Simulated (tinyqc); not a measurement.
The diagram with and without ligand: potential-pH (Pourbaix) lines of a metal, its cation, its oxide and an oxyanion, with a complexing ligand. Computed by tinyqc, a small Python program. Command: `OMP_NUM_THREADS=1 python tinyqc.py 3030439 3030440 out.jsonl pourb walk`. One thread of a shared host (Intel(R) Xeon(R) Processor @ 2.30GHz), about 0.02 s of CPU time with the checks.

Potentials are against the standard hydrogen electrode; solids and water have unit activity; dG_f of M, H+ and the electron is zero; F = e N_A and s = R T ln(10)/F. The cation carries z = 2.

Inputs (values chosen for the exercise, modelled on copper):
```
quantity                                      value    unit
dG_f of the cation                            66.25  kJ/mol
dG_f of the oxide                           -128.78  kJ/mol
dG_f of the oxyanion                         -197.2  kJ/mol
dG_f of water                               -237.14  kJ/mol
temperature T                                298.15       K
log10 of the dissolved activity a                -6       -
log10 of the stability constant beta of ML       12       -
pKa of HL                                       9.8       -
total ligand c_L                               0.29   mol/L
```

Species: M, M2+, MO, MO2(2-).

Constants: R = 8.314462618 J/(mol K); e = 1.602176634e-19 C; N_A = 6.02214076e+23 1/mol.

Method. M2+ + 2e = M; MO + 2H+ + 2e = M + H2O; MO2(2-) + 4H+ + 2e = M + 2H2O. For each, E0 = -dG/(z F), and E = E0 + (s/z) log10 a - (s n_H/z) pH, with no activity term for the oxide. The free ligand is c_L/(1 + 10^(pKa - pH)) (ligand in excess); dissolved metal is a in all, so the free cation is a/alpha, alpha = 1 + beta [L]; the cation line drops by (s/z) log10 alpha.

E0 (V): cation 0.34332, oxide 0.56154, oxyanion 1.43587

s = 0.0591593 V

Lines against the metal (V); the species with the lowest line is stable above it:
```
pH   cation     oxide  oxyanion  stable above  cation with ligand  stable above, ligand
0   0.16584   0.56154    1.2584        cation             0.11639             dissolved
2   0.16584   0.44322    1.0218        cation             0.05750             dissolved
4   0.16584   0.32490    0.7851        cation            -0.00165             dissolved
5   0.16584   0.26574    0.6668        cation            -0.03123             dissolved
6   0.16584   0.20658    0.5485        cation            -0.06081             dissolved
7   0.16584   0.14742    0.4302         oxide            -0.09037             dissolved
8   0.16584   0.08826    0.3118         oxide            -0.11977             dissolved
9   0.16584   0.02910    0.1935         oxide            -0.14766             dissolved
10  0.16584  -0.03006    0.0752         oxide            -0.16693             dissolved
12  0.16584  -0.14838   -0.1614      oxyanion            -0.17313             dissolved
14  0.16584  -0.26669   -0.3981      oxyanion            -0.17321              oxyanion
```

What does the comparison show, and why?

Without ligand the oxide holds 4 of the eleven rows (pH 7 to 10), with it 0. The ligand acts once beta [L] exceeds 1, from pH = pKa - log10(beta c_L) = -1.7 on, that is in all rows; its line then falls by at most s/z per pH unit and flattens beyond pKa, 0.339 V below the free cation at most. The oxide line falls faster, by s per pH unit.

Extremes, crossings and ranges named in words are read from the listed rows.
